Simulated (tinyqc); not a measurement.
Shallow donor in an anisotropic valley (effective-mass theory), step by step. Values are carried at full precision from step to step, so a last printed digit may differ when a step is redone from the rounded ones.

Constants: Ry = 13.60569312 eV; a0 (Bohr radius) = 0.5291772105 angstrom; hbar^2/2m0 = 3.80998211 eV angstrom^2; e^2/(4 pi eps0) = 14.39964547 eV angstrom.

Inputs chosen for the exercise (near those of 3C SiC; the results hold for these values, not for the real material):

| symbol | value | unit | meaning |
|---|---|---|---|
| ml | 0.662 | m0 | longitudinal mass |
| mt | 0.245 | m0 | transverse mass |
| eps | 9.6 |  | dielectric constant |
| a | 13.7 | angstrom | trial radius across the axis |
| b | 12.2 | angstrom | trial radius along the axis |

## Hydrogen-like estimates

Ry* = Ry m/eps^2 and a* = a0 eps/m for four choices of one mass: mt, the conductivity mass 3/(1/ml + 2/mt), the density-of-states mass (ml mt^2)^(1/3), and ml.

Estimates:

| mass | m (m0) | Ry* (meV) | a* (angstrom) |
|---|---|---|---|
| mt | 0.2450 | 36.17 | 20.74 |
| conductivity | 0.3101 | 45.78 | 16.38 |
| density of states | 0.3412 | 50.38 | 14.89 |
| ml | 0.6620 | 97.73 | 7.67 |

## Energy of one trial function

One valley: H = -c [(d2/dx2 + d2/dy2)/mt + (d2/dz2)/ml] - q/(eps r), c = hbar^2/2m0, q = e^2/(4 pi eps0). Trial function exp(-sqrt((x^2 + y^2)/a^2 + z^2/b^2)) with a > b: T = (c/3)(2/(mt a^2) + 1/(ml b^2)), V = -(q/eps) atan(u/b)/u, u = sqrt(a^2 - b^2). The central cell of the impurity is left out.

Evaluate T, V and E. Scaling both radii by f changes T to T/f^2 and V to V/f, so the best factor is f = -2T/V, with energy -V^2/(4T).

T = 68.125 meV
V = -113.666 meV
E = -45.540 meV
best scale factor = 1.1987
energy after scaling = -47.412 meV

The virial ratio -V/T is 1.668; it is 2 at the best scale. Scaling gains 1.872 meV.

## Scan over the shape

For each ratio b/a = 0.2, 0.3, ..., 0.9 the best scale follows from a = -2 T1/V1, with T1 and V1 taken at a = 1 angstrom.

Scan:

| b/a | a (angstrom) | b (angstrom) | E (meV) |
|---|---|---|---|
| 0.2 | 55.64 | 11.13 | -18.838 |
| 0.3 | 31.83 | 9.55 | -31.273 |
| 0.4 | 23.57 | 9.43 | -40.251 |
| 0.5 | 19.89 | 9.95 | -45.587 |
| 0.6 | 18.06 | 10.83 | -48.146 |
| 0.7 | 17.10 | 11.97 | -48.854 |
| 0.8 | 16.62 | 13.29 | -48.410 |
| 0.9 | 16.41 | 14.77 | -47.286 |

The best listed ratio is 0.7; (mt/ml)^(1/2) = 0.61 and (mt/ml)^(1/3) = 0.72 are common guesses.

## The minimum

Minimise over a and b. The Mott estimate n_c = (0.25/a_m)^3 uses a_m = (a^2 b)^(1/3); 1/angstrom^3 = 1e24/cm^3.

a = 17.08 angstrom
b = 12.01 angstrom
E = -48.854 meV
a_m = 15.19 angstrom
n_c = 4.46 x 1e18/cm^3

b/a = 0.703. The binding energy is 1.351 times Ry*(mt). The central cell of a real donor shrinks the orbit and raises n_c.

## Checks

- Energy from 21 anisotropic Gaussians against the two-parameter function, meV: -48.87 against -48.85.

(tinyqc, `OMP_NUM_THREADS=1 python tinyqc.py 1282546 1282547 out.jsonl`, Intel(R) Xeon(R) Processor @ 2.30GHz, 1 thread, shared host, about 0.01 s.)
